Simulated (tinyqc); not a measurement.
Pariser-Parr-Pople SCF with singles CI, for the molecule C=CC(=C)C=CN (SMILES; centres numbered as the heavy atoms are written), step by step. Computed by tinyqc, a small Python program that keeps every step. Settings: charge = 0, gamma = Ohno, start = huckel, damping = 0.5, iteration cap = 77, excitations kept = 4. Command: `OMP_NUM_THREADS=1 python tinyqc.py 27310 27311 out.jsonl` (the two numbers bound the seeds that draw the settings). One thread of a shared host (Intel(R) Xeon(R) Processor @ 2.60GHz), about 0.01 s of CPU time with the checks. Later iterations appear only in the table of the cycle.

## PPP integrals

Centres (angstrom, eV; a flat drawing with bonds scaled to 1.40 angstrom):
```
centre          x          y  core charge z          W   gamma_rr
1C       2.125000   1.416000              1   9.950000  12.180000
2C       1.928000   0.030000              1   9.950000  12.180000
3C       0.630000  -0.493000              1   9.950000  12.180000
4C       0.434000  -1.879000              1   9.950000  12.180000
5C      -0.472000   0.370000              1   9.950000  12.180000
6C      -1.771000  -0.153000              1   9.950000  12.180000
7N      -2.873000   0.709000              2  27.380000  15.920000
```

Resonance integrals (eV):
```
i  j       beta
1  2  -2.390000
2  3  -2.390000
3  4  -2.390000
3  5  -2.390000
5  6  -2.390000
6  7  -2.330000
```

Ohno: gamma = 14.399645/sqrt(R^2 + a^2), a = 2 x 14.399645/(gamma_rr + gamma_ss); H_rr = -W_r - sum_(s != r) z_s gamma_rs; H_rs = beta for bonds.

repulsion gamma_rs (eV):
```
           1C         2C         3C         4C         5C         6C         7N
1C  12.180000   7.858587   5.337967   3.703901   4.738107   3.300184   2.795639
2C   7.858587  12.180000   7.860311   5.339064   5.339327   3.703952   2.905551
3C   5.337967   7.860311  12.180000   7.859047   7.859327   5.337566   3.747290
4C   3.703901   5.339064   7.859047  12.180000   5.338139   4.737447   3.331290
5C   4.738107   5.339327   7.859327   5.338139  12.180000   7.857271   5.469928
6C   3.300184   3.703952   5.337566   4.737447   7.857271  12.180000   8.302799
7N   2.795639   2.905551   3.747290   3.331290   5.469928   8.302799  15.920000
```

core matrix H (eV):
```
            1C          2C          3C          4C          5C          6C          7N
1C  -40.480026   -2.390000    0.000000    0.000000    0.000000    0.000000    0.000000
2C   -2.390000  -45.862342   -2.390000    0.000000    0.000000    0.000000    0.000000
3C    0.000000   -2.390000  -51.698799   -2.390000   -2.390000    0.000000    0.000000
4C    0.000000    0.000000   -2.390000  -43.590177    0.000000    0.000000    0.000000
5C    0.000000    0.000000   -2.390000    0.000000  -52.022028   -2.390000    0.000000
6C    0.000000    0.000000    0.000000    0.000000   -2.390000  -51.492017   -2.330000
7N    0.000000    0.000000    0.000000    0.000000    0.000000   -2.330000  -53.932497
```

## Starting guess

pi electrons, sum of z_r less the charge = 8

Orbitals of the Hueckel matrix of the beta values.

P at the start:
```
           1C         2C         3C         4C         5C         6C         7N
1C   1.000000   0.915639   0.000000  -0.327763  -0.190333   0.000000   0.133980
2C   0.915639   1.000000   0.397542   0.000000   0.000000  -0.059716   0.000000
3C   0.000000   0.397542   1.000000   0.725306   0.528159   0.000000  -0.192197
4C  -0.327763   0.000000   0.725306   1.327636  -0.327636  -0.197147   0.336073
5C  -0.190333   0.000000   0.528159  -0.327636   1.327636   0.597650  -0.336073
6C   0.000000  -0.059716   0.000000  -0.197147   0.597650   1.000000   0.774843
7N   0.133980   0.000000  -0.192197   0.336073  -0.336073   0.774843   1.344727
```

## Iteration 1: Fock matrix

F_rr = H_rr + P_rr gamma_rr / 2 + sum_(s != r) P_ss gamma_rs; F_rs = H_rs - P_rs gamma_rs / 2; E = tr P (H + F) / 2 + core repulsion sum_(r<s) z_r z_s gamma_rs.

F (eV):
```
           1C         2C         3C         4C         5C         6C          7N
1C  -2.925998  -5.987813   0.000000   0.607001   0.450909   0.000000   -0.187280
2C  -5.987813  -2.265300  -3.952403   0.000000   0.000000   0.110593    0.000000
3C   0.000000  -3.952403  -1.165587  -5.240106  -4.465487   0.000000    0.360110
4C   0.607001   0.000000  -5.240106  -2.298630   0.874484   0.466986   -0.559779
5C   0.450909   0.000000  -4.465487   0.874484  -3.700021  -4.737948    0.919148
6C   0.000000   0.110593   0.000000   0.466986  -4.737948  -5.174109   -5.546684
7N  -0.187280   0.000000   0.360110  -0.559779   0.919148  -5.546684  -13.792371
```

pi energy = -105.215640 eV

## Iteration 1: orbitals and new P

Diagonalise F (the basis is taken as orthonormal) and form P = 2 sum c c over the lowest orbitals; 0.5 of the old P is kept.

orbital energies (eV): -16.653352  -10.705887  -8.536282  -6.173642  0.706096  3.130964  6.910088

P after iteration 1:
```
           1C         2C         3C         4C         5C         6C         7N
1C   1.030208   0.923943  -0.003569  -0.331389  -0.153504  -0.006907   0.084144
2C   0.923943   0.979173   0.375441   0.020614   0.009219  -0.053256   0.005069
3C  -0.003569   0.375441   0.972974   0.775470   0.479869   0.009540  -0.127247
4C  -0.331389   0.020614   0.775470   1.216596  -0.208969  -0.284874   0.275584
5C  -0.153504   0.009219   0.479869  -0.208969   1.226826   0.707089  -0.333136
6C  -0.006907  -0.053256   0.009540  -0.284874   0.707089   0.999417   0.606341
7N   0.084144   0.005069  -0.127247   0.275584  -0.333136   0.606341   1.574806
```

## Iteration 2: Fock matrix

As before.

F (eV):
```
           1C         2C         3C         4C         5C         6C          7N
1C  -3.297606  -6.020441   0.009525   0.613716   0.363659   0.011398   -0.117618
2C  -6.020441  -2.831943  -3.865543  -0.055028  -0.024611   0.098628   -0.007364
3C   0.009525  -3.865543  -2.138545  -5.437228  -4.275725  -0.025461    0.238416
4C   0.613716  -0.055028  -5.437228  -2.961017   0.557752   0.674787   -0.459026
5C   0.363659  -0.024611  -4.275725   0.557752  -3.833251  -5.167897    0.911116
6C   0.011398   0.098628  -0.025461   0.674787  -5.167897  -4.707209   -4.847163
7N  -0.117618  -0.007364   0.238416  -0.459026   0.911116  -4.847163  -12.964455
```

pi energy = -106.772496 eV

## Iteration 2: orbitals and new P

As before.

orbital energies (eV): -15.410423  -11.368571  -8.917283  -6.915505  0.941445  2.801671  6.134640

P after iteration 2:
```
           1C         2C         3C         4C         5C         6C         7N
1C   1.037181   0.930624  -0.004364  -0.329698  -0.129331  -0.009285   0.055299
2C   0.930624   0.974257   0.358912   0.026259   0.010464  -0.049090   0.008001
3C  -0.004364   0.358912   0.964736   0.808370   0.446079   0.014424  -0.089912
4C  -0.329698   0.026259   0.808370   1.151926  -0.143804  -0.325591   0.232235
5C  -0.129331   0.010464   0.446079  -0.143804   1.170382   0.772649  -0.322345
6C  -0.009285  -0.049090   0.014424  -0.325591   0.772649   0.994868   0.503548
7N   0.055299   0.008001  -0.089912   0.232235  -0.322345   0.503548   1.706649
```

## Iteration 3: Fock matrix

As before.

F (eV):
```
           1C         2C         3C         4C         5C         6C          7N
1C  -3.491138  -6.046695   0.011646   0.610584   0.306392   0.015322   -0.077297
2C  -6.046695  -3.152253  -3.800580  -0.070099  -0.027936   0.090913   -0.011624
3C   0.011646  -3.800580  -2.672210  -5.566511  -4.142939  -0.038495    0.168463
4C   0.610584  -0.070099  -5.566511  -3.303661   0.383822   0.771235   -0.386820
5C   0.306392  -0.027936  -4.142939   0.383822  -3.894731  -5.425455    0.881601
6C   0.015322   0.090913  -0.038495   0.771235  -5.425455  -4.429275   -4.420430
7N  -0.077297  -0.011624   0.168463  -0.386820   0.881601  -4.420430  -12.502589
```

pi energy = -107.675193 eV

## Iteration 3: orbitals and new P

As before.

orbital energies (eV): -14.718170  -11.720953  -9.131848  -7.308521  1.015132  2.685677  5.732827

P after iteration 3:
```
           1C         2C         3C         4C         5C         6C         7N
1C   1.035039   0.935644  -0.004039  -0.326237  -0.112970  -0.009608   0.038107
2C   0.935644   0.975709   0.346689   0.025833   0.008838  -0.046500   0.009812
3C  -0.004039   0.346689   0.964368   0.830316   0.421835   0.016547  -0.067565
4C  -0.326237   0.025833   0.830316   1.113304  -0.107459  -0.342651   0.200959
5C  -0.112970   0.008838   0.421835  -0.107459   1.139001   0.812818  -0.309757
6C  -0.009608  -0.046500   0.016547  -0.342651   0.812818   0.989166   0.439105
7N   0.038107   0.009812  -0.067565   0.200959  -0.309757   0.439105   1.783414
```

## Convergence

Stop when output and input P, before any damping, agree to 1e-7.

Course of the cycle:
```
iteration         E (eV)  largest |P(out) - P(in)|
1          -105.21563989                  4.60e-01
2          -106.77249614                  2.64e-01
3          -107.67519349                  1.54e-01
4          -108.18395955                  9.10e-02
5          -108.46598703                  5.50e-02
6          -108.62066352                  3.64e-02
7          -108.70487686                  2.47e-02
8          -108.75049050                  1.70e-02
9          -108.77510620                  1.17e-02
10         -108.78835596                  8.18e-03
11         -108.79547540                  5.73e-03
...                  ...                       ...
40         -108.80372215                  1.45e-06
41         -108.80372215                  1.10e-06
42         -108.80372215                  8.27e-07
43         -108.80372215                  6.25e-07
44         -108.80372215                  4.72e-07
45         -108.80372215                  3.56e-07
46         -108.80372215                  2.69e-07
47         -108.80372215                  2.03e-07
48         -108.80372215                  1.53e-07
49         -108.80372215                  1.16e-07
50         -108.80372215                  8.73e-08
```

Converged in 50 iterations.

## Converged orbitals

Charges are z - P_rr.

orbital energies (eV): -13.712809  -12.076654  -9.428641  -7.842002  1.050643  2.654628  5.245424

coefficients:
```
         MO1        MO2        MO3        MO4        MO5        MO6        MO7
1C  0.046590   0.313638   0.548554  -0.319886   0.455193  -0.471049   0.259102
2C  0.090452   0.472553   0.486060  -0.172067  -0.302741   0.480435  -0.424476
3C  0.179458   0.574248  -0.154023   0.323185  -0.373188  -0.024788   0.608259
4C  0.078416   0.364859  -0.146122   0.602100   0.585915   0.037901  -0.363483
5C  0.290065   0.298756  -0.481052  -0.378475  -0.186542  -0.488344  -0.422700
6C  0.467766   0.021054  -0.300395  -0.418969   0.406780   0.531014   0.259872
7N  0.805202  -0.354603   0.310018   0.286905  -0.135327  -0.157442  -0.066170
```

pi charges: 1C -0.007556, 2C 0.005301, 3C 0.019725, 4C -0.046295, 5C -0.096094, 6C 0.029959, 7N 0.094960

## Singles CI, singlets

Over the 4 single excitations with the smallest orbital gaps: A = (e_a - e_i) delta + 2 (ia|jb) - (ij|ab), with (pq|rs) = sum c_mp c_mq gamma_mn c_nr c_ns. f = 2/3 w |mu|^2 in atomic units, mu = sqrt2 sum c_ia sum_m c_mi c_ma R_m.

singlet CI matrix (eV):
```
           4>5        3>5        4>6        3>6
4>5   4.719825  -0.197073  -0.254489  -0.328609
3>5  -0.197073   5.768599  -0.142161   0.144386
4>6  -0.254489  -0.142161   5.713401   0.076181
3>6  -0.328609   0.144386   0.076181   7.234863
```

singlet excitation energies (eV): 4.587056  5.664148  5.884075  7.301410

oscillator strengths: 0.512059  0.999406  0.037441  0.102515

## Singles CI, triplets

Over the 4 single excitations with the smallest orbital gaps: A = (e_a - e_i) delta - (ij|ab), with (pq|rs) = sum c_mp c_mq gamma_mn c_nr c_ns.

triplet CI matrix (eV):
```
           4>5        3>5        4>6        3>6
4>5   2.288929   0.382739  -0.575907  -1.255839
3>5   0.382739   4.401931  -1.255839   0.484013
4>6  -0.575907  -1.255839   4.433809  -0.252628
3>6  -1.255839   0.484013  -0.252628   5.278849
```

triplet excitation energies (eV): 1.662140  3.148309  5.543614  6.049456
